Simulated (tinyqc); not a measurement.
## Gate voltage for a given inversion charge

Question. p-type body, charge-sheet picture, depletion and inversion only, full ionisation (an idealisation for deep acceptors), Boltzmann statistics (rough once Na exp(x - xn) passes about Nc/7). In units of Vt: xg = (Vg - Vfb)/Vt, x = psi/Vt, G = gamma/sqrt(Vt), xn = (2 phiF + Vc)/Vt. The implicit equation is (xg - x)^2 = G^2 [x - 1 + exp(x - xn)] for x above about 3. Cox = eps0 eox/tox. ni = sqrt(Nc Nv) exp(-Eg/(2 Vt)), Eg in volts; phiF = Vt ln(Na/ni); gamma = sqrt(2 q eps0 eps_r Na)/Cox. N_inv = (Cox Vt G/q) [sqrt(x - 1 + exp(x - xn)) - sqrt(x - 1)]. Find x - xn, psi and Vg.

Values chosen for this exercise; band and dielectric values close to those of silicon: temperature T = 350 K; band gap Eg = 1.1 eV; relative permittivity eps_r = 11.9; conduction-band density of states at T Nc = 3.49e19 cm^-3; valence-band density of states at T Nv = 3.3e19 cm^-3; relative permittivity of the gate insulator (close to zirconium oxide) eox = 25.4; insulator thickness tox = 36 nm; acceptor density Na = 3.8e17 cm^-3; flat-band voltage Vfb = -0.63 V; channel-body voltage Vc = 0.5 V.

Constants: q = 1.602176634e-19 C, kB = 1.380649e-23 J/K, Vt = kB T/q, eps0 = 8.8541878128e-14 F/cm where lengths are in cm. Results are converted to the units shown.

N_inv = 2.2e11 cm^-2

Answer. N_inv rises steadily with x, so it fixes x; the implicit equation then gives xg directly.

x - xn = 2.07
psi = 1.39 V
Vg = 1.49 V

Numbers from tinyqc (`OMP_NUM_THREADS=1 python tinyqc.py 2122191 2122192 out.jsonl`; about 0.01 s on one thread of a shared Intel Xeon 2.30GHz).
